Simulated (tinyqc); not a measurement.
# Threshold-voltage variability of a planar MOSFET, analytic estimates: what changes with what

Three independent sources add in quadrature: random dopants in the depleted layer, metal-gate grains of two orientations, and roughness of the two gate edges acting through the roll-off VT = VT(long) - Vr exp(-L/l). These are first-order estimates: no three-dimensional electrostatics, no percolation.

Values chosen for this exercise; material values close to those of silicon: temperature T = 250 K; band gap Eg = 1.14 eV; relative permittivity of the semiconductor eps_r = 11.6; conduction-band density of states at T Nc = 2.11e19 cm^-3; valence-band density of states at T Nv = 2.05e19 cm^-3; channel doping Na = 5.6e18 cm^-3; oxide-equivalent thickness in inversion ti = 2.1 nm; gate length L = 45 nm; gate width W = 79 nm; metal grain size G = 15 nm; work-function difference of the two grain orientations dW = 0.3 eV; share of the orientation of higher work function p = 0.3; rms roughness of one gate edge De = 1.1 nm; correlation length of the roughness La = 15 nm; decay length of the threshold roll-off l = 11 nm; prefactor of the roll-off Vr = 2.6 V.

Constants: q = 1.602176634e-19 C, kB = 1.380649e-23 J/K, Vt = kB T/q, eps0 = 8.8541878128e-14 F/cm where lengths are in cm. Results are converted to the units shown.

Each table varies one quantity; the others keep the values above.

## Scaling length and width together

ni = sqrt(Nc Nv) exp(-Eg/(2 Vt)), Eg in volts; Cox = 3.9 eps0/ti; Wd = sqrt(4 eps0 eps_r Vt ln(Na/ni)/(q Na)); dopants: s1 = (q/Cox) sqrt(Na Wd/(3 L W)). Grains: Ng = L W/G^2 (at least 1), s2 = dW sqrt(p (1 - p)/Ng). Edges, with exponential correlation and u = W/La: the mean gate length has sL^2 = 2 De^2 (2/u)[1 - (1 - exp(-u))/u]; s3 = sL (Vr/l) exp(-L/l). s = sqrt(s1^2 + s2^2 + s3^2). l and Vr are held fixed. W = 1.755555556 L in every row; l is held fixed.

Scaling length and width together:

| L (nm) | s1 (mV) | s2 (mV) | s3 (mV) | s (mV) | s sqrt(L W) (mV um) |
|---|---|---|---|---|---|
| 29 | 43.48 | 53.67 | 17.10 | 71.15 | 2.734 |
| 36 | 35.03 | 43.23 | 8.405 | 56.27 | 2.684 |
| 44 | 28.66 | 35.37 | 3.770 | 45.68 | 2.663 |
| 54 | 23.35 | 28.82 | 1.401 | 37.12 | 2.656 |
| 66 | 19.10 | 23.58 | 0.4327 | 30.35 | 2.654 |
| 81 | 15.57 | 19.21 | 0.1013 | 24.73 | 2.654 |
| 99 | 12.74 | 15.72 | 0.01802 | 20.23 | 2.654 |

Read the table: what changes, and by how much?

As L goes from 29 to 99 nm, s falls from 71.2 to 20.2 mV. The grains are the largest source in the first and the last row. The product s sqrt(L W) falls from 2.73 to 2.65 mV um: s1 and s2 go as 1/sqrt(L W), so the change comes from s3 alone.

## Effect of the metal grain size

Same model as above.

l and Vr are held fixed.

The same in every row: s1 (mV) = 28.02; s3 (mV) = 3.413.

Effect of the metal grain size:

| G (nm) | s2 (mV) | s (mV) | s sqrt(L W) (mV um) |
|---|---|---|---|
| 2 | 4.611 | 28.60 | 1.705 |
| 3 | 6.917 | 29.06 | 1.733 |
| 5 | 11.53 | 30.49 | 1.818 |
| 7 | 16.14 | 32.52 | 1.939 |
| 10 | 23.06 | 36.45 | 2.173 |
| 14 | 32.28 | 42.88 | 2.557 |
| 20 | 46.11 | 54.07 | 3.224 |

What does the comparison show?

As G goes from 2 to 20 nm, s rises from 28.6 to 54.1 mV. The largest source is the dopants in the first row and the grains in the last.

Computed by the program tinyqc: `OMP_NUM_THREADS=1 python tinyqc.py 2090076 2090077 out.jsonl`, one thread of a shared Intel Xeon 2.30GHz, about 0.01 s for the whole run.
